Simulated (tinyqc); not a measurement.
Across the tunnelling window: band-to-band tunnelling across a p-n junction in a two-band chain.

Sites alternate A at -Eg/2 and C at +Eg/2 with hopping -t; near the edges, with k counted from the zone boundary pi/a, E^2 = (Eg/2)^2 + (t a k)^2, so t = sqrt(c Eg/m)/a gives the mass m, c = hbar^2/2m0. In the gap cosh(q a) = 1 + (Eg^2/4 - e^2)/(2 t^2), e the energy from the local mid-gap. The potential is V0 = Eg + ov on the p side (left), 0 on the n side, and falls linearly over the 2N sites of the junction, V_j = V0 (1 - j/(2N + 1)), j = 1 to 2N, site 1 being A. E = Eg/2 + x ov. A half chain that ends on a site of level e1 with neighbour e2 has g = (1 + z)/(E - e1), z = exp(-/+ i k a) the root with Im g < 0, cos(k a) = (E - e1)(E - e2)/(2 t^2) - 1. S_L = t^2 g (ending on C, shifted by V0), S_R = t^2 g (starting on A). T = 4 Im(S_L) Im(S_R) |G_(1,2N)|^2.

Constants: hbar^2/2m0 = 3.80998211 eV angstrom^2; e^2/h = 3.874045865e-05 S.

Inputs chosen for the exercise (gap and mass near those of GaAs; not measured data): Eg = 1.437 eV (gap); m = 0.0706 m0 (mass of electron and light hole); a = 5 angstrom (period (two sites)); ov = 0.23 eV (overlap: top of the valence band on the p side above the conduction edge on the n side); Nw = 20 (periods in the junction).

N = Nw. The mean of T over the window uses 12 Gauss-Legendre points in x; the current of one channel with both spins, all states in the window full on the p side and empty on the n side, is (2e^2/h) <T> ov. WKB: exp(-2 I/F), I = pi Eg^2/(8 t a), F = V0/((2N + 1) a/2).

Against energy:

| x | E (eV) | T | T over WKB |
|---|---|---|---|
| 0.02 | 0.7231 | 7.90e-06 | 0.654 |
| 0.10 | 0.7415 | 1.61e-05 | 1.336 |
| 0.20 | 0.7645 | 2.05e-05 | 1.698 |
| 0.35 | 0.7990 | 2.33e-05 | 1.932 |
| 0.65 | 0.8680 | 2.33e-05 | 1.932 |
| 0.80 | 0.9025 | 2.05e-05 | 1.698 |
| 0.90 | 0.9255 | 1.61e-05 | 1.336 |
| 0.98 | 0.9439 | 7.90e-06 | 0.654 |

Give the missing row, x = 0.50, E (eV) = 0.8335.

Computed row:
```
x     E (eV)         T  T over WKB
0.50  0.8335  2.41e-05       1.995
```

mean T = 1.98e-05
current = 0.000352 microampere

WKB gives one value for the whole window, since the path through the gap is the same. The chain is symmetric about x = 0.5, where it gives 1.99 times WKB; among these rows it is largest at x = 0.5 (1.99), and it has 0.65 at x = 0.02 on its way to zero at the ends, where the velocity in one lead vanishes. The variation comes from the reflections where the field begins and ends, whose distance from the turning points changes with x.

Program tinyqc; command `OMP_NUM_THREADS=1 python tinyqc.py 1451897 1451898 out.jsonl`; about 0.01 s on one thread of a shared Intel(R) Xeon(R) Processor @ 2.30GHz.
